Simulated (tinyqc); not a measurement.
Inverse iteration on a symmetric matrix, step by step. Computed by tinyqc, a small Python program that keeps every step. Settings: method = inverse, shift = 1.27. Command: `OMP_NUM_THREADS=1 python tinyqc.py 30255 30256 out.jsonl` (the two numbers bound the seeds that draw the settings). One thread of a shared host (Intel(R) Xeon(R) Processor @ 2.60GHz), about 0.01 s of CPU time with the checks.

## Step 1

A:
```
           1          2          3          4          5          6
1   0.916000  -0.202000   1.568000   1.602000  -0.701000   1.118000
2  -0.202000   1.229000  -0.673000  -0.092000  -0.093000  -0.268000
3   1.568000  -0.673000   1.352000   1.482000   0.538000   1.485000
4   1.602000  -0.092000   1.482000   1.693000  -1.225000  -0.057000
5  -0.701000  -0.093000   0.538000  -1.225000   1.815000   0.160000
6   1.118000  -0.268000   1.485000  -0.057000   0.160000   2.301000
```

vector v at the start: 0.408248  0.408248  0.408248  0.408248  0.408248  0.408248

shift = 1.270000

solve (A - shift) w = v; v' = w/|w| with its largest component positive (the first on a tie); lambda = v'^T A v'.

vector after step 1: 0.058569  0.573766  0.221869  0.330611  0.557275  -0.445283

Rayleigh quotient after step 1 = 1.078617

## Step 2

As before.

vector after step 2: 0.100025  0.956394  -0.032334  0.011471  0.065926  0.264162

Rayleigh quotient after step 2 = 1.175207

## Step 3

As before.

vector after step 3: -0.003625  0.166478  -0.338707  -0.339011  -0.575247  0.641647

Rayleigh quotient after step 3 = 1.311863

## Course of the iteration

Stop when the residual |A v - lambda v| is below 1e-9.

Steps:
```
step      lambda  residual
1     1.07861653  3.07e-01
2     1.17520749  1.78e-01
3     1.31186293  1.34e-01
4     1.36121050  6.39e-02
5     1.37103413  2.67e-02
6     1.37271737  1.09e-02
7     1.37299801  4.46e-03
8     1.37304459  1.82e-03
9     1.37305231  7.39e-04
10    1.37305359  3.01e-04
11    1.37305380  1.23e-04
12    1.37305384  4.99e-05
13    1.37305384  2.03e-05
14    1.37305384  8.28e-06
15    1.37305384  3.37e-06
16    1.37305384  1.37e-06
17    1.37305384  5.59e-07
18    1.37305384  2.28e-07
19    1.37305384  9.27e-08
20    1.37305384  3.77e-08
21    1.37305384  1.54e-08
22    1.37305384  6.26e-09
23    1.37305384  2.55e-09
24    1.37305384  1.04e-09
25    1.37305384  4.22e-10
```

all eigenvalues, for comparison: -0.935205  -0.629350  1.016916  1.373054  3.095477  5.385108

Converged in 25 steps.
